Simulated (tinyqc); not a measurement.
## n-type polysilicon, carrier trapping at grain boundaries: effect of the temperature

One-dimensional grains of size Lg, uniform ionised doping N, monovalent traps Qt at each boundary at a depth Et below (for electrons) or above (for holes) the band edge there, abrupt depletion of width W on each side of a boundary, Boltzmann statistics. xi is the distance from the band edge at the grain centre to the Fermi level. Trapped charge Qt/(1 + exp((xi + VB - Et)/Vt)) = 2 N W, barrier VB = q N W^2/(2 eps0 eps_r).

NB is given at 300 K and scales as (T/300 K)^1.5. If the trap equation with xi = Vt ln(NB/N) has a root W < Lg/2, the grain is partly depleted; otherwise W = Lg/2 and the trap equation gives xi = Et - VB + Vt ln(Qt/(N Lg) - 1). N* = Qt/Lg. n0 = NB exp(-xi/Vt); mean density n0 (1 - 2 W/Lg) by charge balance in a partly depleted grain, and n0 (sqrt(pi)/2) erf(u)/u with u = sqrt(VB/Vt) in a fully depleted one; v = sqrt(kB T/(2 pi ms m0)); barrier resistivity Vt exp(VB/Vt)/(q fe n0 v Lg); grain resistivity (1 - 2 W/Lg)/(q n0 mug); effective mobility 1/(q mean density total resistivity). Rows with xi above 0.45 V, towards mid-gap, are left out, since the other carrier type is ignored.

Parameters, values chosen for the exercise; values of the order met in polycrystalline silicon: relative permittivity eps_r = 11.7; conduction-band density of states at the reference temperature NB = 2.8e19 cm^-3; grain size Lg = 75 nm; trap density of a grain boundary Qt = 5.9e11 cm^-2; depth of the trap level from the majority band edge at the boundary Et = 0.36 eV; mass for thermionic emission ms = 0.26 m0; correction factor of the emission rate fe = 1; mobility inside the grains mug = 92 cm^2/(V s); doping N = 3.4e17 cm^-3.

Constants: q = 1.602176634e-19 C, kB = 1.380649e-23 J/K, m0 = 9.1093837015e-31 kg, Vt = kB T/q, eps0 = 8.8541878128e-14 F/cm where lengths are in cm. Results are converted to the units shown.

The same in every row: N/N* = 4.322.

Result of one run:
```
depleted share 2 W/Lg   VB (V)  xi (V)  mean density (cm^-3)  resistivity (ohm cm)  effective mobility (cm^2/(V s))
0.2299                 0.01954  0.1669              2.618e17                0.1781                            133.9
```

Which temperature T gave this result: 200, 240, 360 or 400 K?

T = 400 K.

The whole series:
```
T (K)  depleted share 2 W/Lg   VB (V)   xi (V)  mean density (cm^-3)  resistivity (ohm cm)  effective mobility (cm^2/(V s))
200                   0.2314  0.01979  0.06554              2.613e17                0.1842                            129.6
240                   0.2314  0.01979  0.08430              2.613e17                0.1813                            131.7
280                   0.2314  0.01979   0.1039              2.613e17                0.1797                            132.9
320                   0.2313  0.01978   0.1243              2.614e17                0.1788                            133.6
360                   0.2309  0.01972   0.1453              2.615e17                0.1783                            133.9
400                   0.2299  0.01954   0.1669              2.618e17                0.1781                            133.9
440                   0.2272  0.01909   0.1890              2.627e17                0.1782                            133.3
```

As T goes from 200 to 440, VB falls from 0.0198 to 0.0191 V, the resistivity falls from 0.184 to 0.178 ohm cm and the effective mobility goes from 130 through a maximum of 134 (at T = 360 among the rows listed) to 133 cm^2/(V s). The activation energy kB ln(rho1/rho2)/(1/T1 - 1/T2) is 0.00167 eV between the first two rows and -3.15e-4 eV between the last two; mug is held fixed. For T = 240, 280, 320, 360, 400, 440 VB is below Vt, where abrupt depletion and thermionic emission are rough. In every row the effective mobility exceeds mug, since drift through the depleted part of the grain is left out.

tinyqc, about 0.01 s, one thread, Intel Xeon 2.30GHz (shared host): `OMP_NUM_THREADS=1 python tinyqc.py 2830283 2830284 out.jsonl`
